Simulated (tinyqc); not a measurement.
## Short-channel transistor, virtual-source model with series resistance: supply voltage at a fixed off current

The current per gate width is the charge at the top of the source barrier (the virtual source) times its velocity times a saturation function; al and be are fitting constants of the model. Units: I in uA/um, Rs in ohm um, so I Rs = 1e-6 I Rs in volts; Q in uC/cm^2, so I = 1e-4 Q vx0 Fsat with vx0 in cm/s.

Intrinsic voltages Vg' = Vgs - I Rs, Vd' = Vds - 2 I Rs. n = n0 + nd Vd', VT = VT0 - dl Vd', Ff = 1/(1 + exp((Vg' - VT + al Vt/2)/(al Vt))), Q = Cinv n Vt ln(1 + exp((Vg' - VT + al Vt Ff)/(n Vt))), Vdsat = (vx0 L/mu)(1 - Ff) + Vt Ff, Fsat = u/(1 + u^be)^(1/be) with u = Vd'/Vdsat, and I = Q vx0 Fsat per width. I is solved self-consistently. For each supply Vdd, VT0 is set so that I(Vgs = 0, Vds = Vdd) = 10 nA/um; Ion = I(Vdd, Vdd); C = Cinv L + 0.34 fF/um of parasitic capacitance; delay C Vdd/Ion, energy C Vdd^2.

Values chosen for this exercise:
- T = 325 K (temperature)
- Cinv = 2.05 uF/cm^2 (inversion capacitance)
- vx0 = 1.8e7 cm/s (velocity at the virtual source)
- mu = 150 cm^2/(V s) (apparent mobility)
- L = 12 nm (channel length)
- dl = 0.141 V/V (drain-induced barrier lowering)
- n0 = 1.26 (subthreshold factor)
- nd = 0.1 1/V (growth of n with drain voltage)
- al = 3.5 (threshold shift (in units of Vt) from weak to strong inversion)
- be = 1.8 (sharpness of saturation)
- Rs = 50 ohm um (series resistance of each contact)

Constants: q = 1.602176634e-19 C, kB = 1.380649e-23 J/K, Vt = kB T/q. Results are converted to the units shown.

Supply voltage at a fixed off current:

| Vdd (V) | VT0 (V) | Ion (uA/um) | delay (ps) | energy (fJ/um) |
|---|---|---|---|---|
| 0.4 | 0.4986 | 91.16 | 2.571 | 0.09376 |
| 0.5 | 0.5157 | 256.7 | 1.142 | 0.1465 |
| 0.6 | 0.5329 | 484.4 | 0.7258 | 0.2110 |
| 0.7 | 0.5500 | 742.8 | 0.5522 | 0.2871 |
| 0.8 | 0.5671 | 1016 | 0.4612 | 0.3750 |
| 0.9 | 0.5842 | 1298 | 0.4063 | 0.4747 |
| 1 | 0.6013 | 1583 | 0.3701 | 0.5860 |
| 1.1 | 0.6184 | 1871 | 0.3445 | 0.7091 |

Read the table: what changes, and by how much?

The VT0 needed rises from 0.499 to 0.618 V and Ion rises from 91.2 to 1870 uA/um. The delay falls from 2.57 to 0.345 ps, while the energy grows as Vdd^2. Going from 0.4 to 0.5 V changes the delay by -56 %, going from 1 to 1.1 V by -6.9 %.

Numbers from tinyqc (`OMP_NUM_THREADS=1 python tinyqc.py 2380047 2380048 out.jsonl`; about 0.01 s on one thread of a shared Intel Xeon 2.30GHz).
